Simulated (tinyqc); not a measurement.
Worked calculation: G0W0 on RHF in the sto-3g basis, for H2, spin multiplicity 1. One step of it, computed by the program tinyqc.

Task: Screening: direct RPA. With D = e_a - e_i and K = (ia|jb): diagonalise D^(1/2) (D + 4K) D^(1/2) = Z w^2 Z^T; X + Y = D^(1/2) Z w^(-1/2), each column of Z with its largest component positive (the first on a tie); E_c = (sum w - tr (D + 2K)) / 2.

orbital energies (hartree): MO1 -0.579798, MO2 0.674253

Two-electron integrals over orbitals (pq|rs), unique and non-zero (hartree):
```
(11|11) 0.675328   (21|21) 0.181043   (22|11) 0.664233   (22|22) 0.698205
```

Give: D^(1/2) (D + 4K) D^(1/2); excitation energies w; X + Y; RPA correlation energy.

Result:

D^(1/2) (D + 4K) D^(1/2) (hartree^2):
```
        1>2
1>2  2.4808
```

excitation energies w (hartree): 1.5751

X + Y:
```
          1
1>2  0.8923
```

RPA correlation energy = -0.020542 hartree
